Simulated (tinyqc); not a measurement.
Inside a calculation. Model: ellipsometry and reflectance of a transparent film on an absorbing substrate.

tinyqc, about 0.01 s, one thread, Intel Xeon 2.30GHz (shared host): `OMP_NUM_THREADS=1 python tinyqc.py 2870158 2870159 out.jsonl` Printed values are rounded.

Air (index 1), film, substrate with N2 = n2 - i k2; time factor exp(+i w t). q_j = sqrt(N_j^2 - sin^2 th), root with positive real part. Fresnel coefficients r_s = (q_a - q_b)/(q_a + q_b), r_p = (N_b^2 q_a - N_a^2 q_b)/(N_b^2 q_a + N_a^2 q_b). tan(Psi) exp(i Delta) = R_p/R_s, Delta taken from 0 to 360 degrees.

Parameters, values chosen for the exercise; indices close to those of silicon nitride on silicon:
- lam = 405 nm (wavelength)
- th = 70 degrees (angle of incidence)
- n1 = 2.039 (index of the transparent film)
- d = 95 nm (film thickness)
- n2 = 5.42 (index of the substrate)
- k2 = 0.329 (extinction coefficient of the substrate)

## Interface coefficients and thickness period

q0, q1, q2 and the coefficients r01 and r12 for p and s; the results repeat in d with the period lam/(2 q1).

q0 = 0.3420201
q1 = 1.809558
q2 = 5.338232-0.334039i
r01,p = -0.1199443
r01,s = -0.6820750
r12,p = 0.4119419-0.0244049i
r12,s = -0.4947769+0.0236107i
period = 111.9058 nm

## Psi, Delta and reflectances

beta = 2 pi d q1/lam, X = exp(-2 i beta), R = (r01 + r12 X)/(1 + r01 r12 X) for p and s.

beta = 2.666987 rad
X = 0.5823241+0.8129567i
R_p = 0.1309272+0.3361884i
R_s = -0.8476193-0.1354860i
Psi = 22.79738 degrees
Delta = 239.6403 degrees
|R_p|^2 = 0.1301645
|R_s|^2 = 0.7368150

The bare substrate gives Psi = 19.30 and Delta = 175.51 degrees.
